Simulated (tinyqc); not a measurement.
Worked calculation: coherent transport through a tight-binding region between two chains. Computed by tinyqc, a small Python program that keeps every step. Settings: temperature = 77, mu = -0.28. Command: `OMP_NUM_THREADS=1 python tinyqc.py 30557 30558 out.jsonl` (the two numbers bound the seeds that draw the settings). One thread of a shared host (Intel(R) Xeon(R) Processor @ 2.60GHz), about 0.07 s of CPU time with the checks.

## Transmission at E = 0.75 eV

H of the central region (eV), lower triangle:
```
,1,2,3,4
1,-0.85000
2,-0.50000,-0.67000
3,0.00000,-0.50000,0.79000
4,0.00000,0.00000,-1.98000,-0.41000
```

Leads: semi-infinite chains with site energy 0:
```
parameter,value
lead hopping t (eV),1.230000
coupling to the left lead (eV),0.270000
coupling to the right lead (eV),1.210000
left contact site,1
right contact site,4
```

E = 0.75000 eV

Surface Green function g = (E - i sqrt(4 t^2 - E^2)) / (2 t^2); self-energy tc^2 g on each contact site; G = (E - H - Sigma)^(-1); Gamma = -2 Im Sigma; T = Gamma_L Gamma_R |G_LR|^2; local density of states -Im G_ii / pi.

g = 0.24787-0.77430i 1/eV

G (1/eV), lower triangle:
```
,1,2,3,4
1,0.70653-0.03234i
2,-0.23903+0.02254i,0.75879-0.04434i
3,-0.02770-0.03169i,0.08406+0.10339i,-0.21104-0.26193i
4,0.05980-0.00633i,-0.18992+0.01329i,0.47956-0.03140i,0.05765-0.00399i
```

local density of states (1/eV): 0.01029  0.01411  0.08338  0.00127

transmission = 0.00093

## Transmission across the band

The same steps on a grid of energies.

T(E):
```
E (eV),T
-2.3370000,0.00040
-2.1033000,0.00119
-1.8696000,0.00339
-1.6359000,0.01371
-1.4022000,0.16931
-1.1685000,0.21305
-0.9348000,0.05752
-0.7011000,0.05228
-0.4674000,0.12647
-0.2337000,0.61320
0.0000000,0.02814
0.2337000,0.00626
0.4674000,0.00229
0.7011000,0.00106
0.9348000,0.00057
1.1685000,0.00034
1.4022000,0.00021
1.6359000,0.00014
1.8696000,0.00009
2.1033000,0.00006
2.3370000,2.95e-05
```

levels of the isolated region (eV): -1.96487  -1.23249  -0.25745  2.31481

## Current

I = (2e/h) int T(E) [f(E - mu - V/2) - f(E - mu + V/2)] dE at 77 K with mu = -0.28 eV, the bias not changing H; 2e^2/h = 77.48092 microsiemens; the integral runs over the band on 4001 points.

Current:
```
V (volt),I (microampere)
0.01000,0.72645
0.05000,3.47540
0.10000,6.19712
0.20000,9.32446
0.40000,11.71083
0.80000,13.30713
```
